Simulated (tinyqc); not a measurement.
## Doping and voltage from widths and field

Question. In the depletion approximation an abrupt p-n junction has a triangular field: peak E = q Nd xn/(eps0 eps_r) = q Na xp/(eps0 eps_r), W = xn + xp, and Vbi - V = E W/2. Find Nd, Na and Vbi - V.

Inputs (values chosen for the exercise):
- eps_r = 9.67 (relative permittivity)

Constants: q = 1.602176634e-19 C, eps0 = 8.8541878128e-14 F/cm where lengths are in cm. Results are converted to the units shown.

W = 807.53959 nm
peak field = 139.48802 kV/cm
xn = 621.18430 nm

Answer. Gauss's law on each side gives its doping from the peak field and its width; the voltage is the area of the triangle.

Nd = 1.200e16 cm^-3
Na = 4.000e16 cm^-3
Vbi - V = 5.632 V

tinyqc, about 0.02 s, one thread, Intel Xeon 2.30GHz (shared host): `OMP_NUM_THREADS=1 python tinyqc.py 2000173 2000174 out.jsonl`
